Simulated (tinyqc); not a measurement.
Raising U: Hubbard chain of 4 sites, mean field against exact. Computed by the program tinyqc. Command: `OMP_NUM_THREADS=1 python tinyqc.py 114763 114764 out.jsonl`; one thread of a shared host (Intel(R) Xeon(R) Processor @ 2.60GHz), about 6 s.

one-body matrix (hopping and site energies) (eV):
```
         1        2        3        4
1   0.0000  -0.9400   0.0000   0.0000
2  -0.9400   0.0000  -0.9400   0.0000
3   0.0000  -0.9400   0.0000  -0.9400
4   0.0000   0.0000  -0.9400   0.0000
```

electrons, up and down: 2  2

Collinear unrestricted mean field (the lowest of 40 random starts) against exact diagonalisation.

Exact and mean-field results (eV):
```
U          U/t   E exact  E mean field  mean |n_up - n_down|  double occupancy, exact  first gap in the sector
0.470    0.500  -3.75820      -3.73381                 0.000                    0.224                    1.031
0.940    1.000  -3.36084      -3.26381                 0.000                    0.199                    0.920
1.880    2.000  -2.70339      -2.34722                 0.393                    0.152                    0.741
2.820    3.000  -2.20658      -1.73147                 0.697                    0.114                    0.608
3.760    4.000  -1.83596      -1.34826                 0.820                    0.085                    0.508
5.640    6.000  -1.34602      -0.92214                 0.918                    0.049                    0.374
7.520    8.000  -1.05014      -0.69755                 0.953                    0.031                    0.292
11.280  12.000  -0.72198      -0.46781                 0.979                    0.015                    0.201
18.800  20.000  -0.44050      -0.28153                 0.993                    0.006                    0.123
```

In absolute terms mean field is worst at U/t = 4.0, 0.488 eV too high: at small U it is nearly exact, and at large U it misses only exchange-scale energies. Its local moments set in at U/t = 2.0 of those listed, a broken symmetry that the exact state of a finite cluster with equal spins does not have. Relative to the exact energy its error is 0.6 % at the smallest U, 36 % at most and 36 % at the largest. The double occupancy falls from 0.224 to 0.006; at the largest U the first gap is 0.65 times the exchange scale 4t^2/U.
